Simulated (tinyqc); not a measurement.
Polytypes by hexagonality, and a cubic inclusion as a quantum well, step by step. Values are carried at full precision from step to step, so a last printed digit may differ when a step is redone from the rounded ones.

A layer is h if its two neighbours in the periodic sequence sit on the same site, k otherwise; the hexagonality h is the share of h layers.

Constants: hbar^2/2m0 = 3.80998211 eV angstrom^2.

Parameters, chosen for this exercise (of the order of those of InAs; not measured data):
```
symbol  value           unit      meaning
E3      0.411           eV        gap of the cubic polytype
E2      0.464           eV        gap of 2H
Ev2     0.045           eV        valence top of 2H above that of 3C
P2      0.002           C/m^2     spontaneous polarisation of 2H
m       (0.024, 0.026)  m0        electron mass along c in the cubic layer and in the host
d       3.501           angstrom  thickness of a double layer
eps     15.4                      dielectric constant
N       18                        double layers in the cubic inclusion
```

## Hexagonality

Stacking sequences:
```
polytype    sequence
3C               ABC
2H                AB
10H       ABCABCBACB
6H            ABCACB
8H          ABCABACB
```

Give the h/k string and h of each.

Hexagonality:
```
polytype  h/k string       h
3C               kkk  0.0000
2H                hh  1.0000
10H       hkkkkhkkkk  0.2000
6H            hkkhkk  0.3333
8H          hkkkhkkk  0.2500
```

## Gaps and band edges

Gap: E3 + (E2 - E3) h. Valence top Ev2 h and polarisation P2 h, both counted from 3C; Ec = Ev + gap.

Evaluate for each polytype.

Results:
```
polytype  gap (eV)  Ev (eV)  Ec (eV)  P (C/m^2)
3C          0.4110   0.0000   0.4110    0.00000
2H          0.4640   0.0450   0.5090    0.00200
10H         0.4216   0.0090   0.4306    0.00040
6H          0.4287   0.0150   0.4437    0.00067
8H          0.4243   0.0112   0.4355    0.00050
```

The widest gap is that of 2H, the narrowest that of 3C. Ev and Ec both rise with h, so 3C collects electrons and the more hexagonal side holes: a staggered line-up.

## The bound level without the field

A cubic inclusion of width L = N d in the host (h = 1) is a well of depth V = Ec(host) - Ec(3C). Square well with mass mismatch: k tan(k L/2) = (m_w/m_b) q, k = sqrt(m_w E/c), q = sqrt(m_b (V - E)/c), c = hbar^2/2m0, lowest root. The depth of the level, V - E, is its binding, and the transition to the valence top of the host is gap(host) - (V - E). The step in polarisation gives a field |F| = |P|/(eps eps0) in a thin inclusion, eps0 = 8.8541878e-12 F/m.

Give V, L, the level E, its depth below the host conduction edge and the transition to the valence top of the host, gap(host) - (V - E).

V = 0.0980 eV
L = 63.018 angstrom
E above the bottom = 0.0626 eV
depth below the host edge = 0.0354 eV
transition = 0.4286 eV

The level keeps 36 % of the well depth. The transition lies above the gap of 3C itself (0.411 eV).

## The polarisation field

Give |F|, the drop |F| L, the bound charge |P|/e per cm^2 (e = 1.602176634e-19 C), and, as a first estimate, the shift -|F| L/2 of the transition for an electron centred in the layer and a hole in the host on the high side.

|F| = 0.147 MV/cm
drop = 92.4 meV
bound charge = 1.25e+12 cm^-2
estimated shift = -46.2 meV

The drop is 94 % of the well depth. The host edge on the low side sinks by 46 meV against the centre, more than the 35 meV by which the flat well binds, so the level may not survive the field and the estimate must be checked.

## Checks

- Square-well root against finite differences on a grid of 0.5 angstrom (eV): both 0.063.

Run: tinyqc, `OMP_NUM_THREADS=1 python tinyqc.py 1881156 1881157 out.jsonl`; Intel(R) Xeon(R) Processor @ 2.30GHz, one thread, shared host; about 0.07 s of CPU time with all checks.
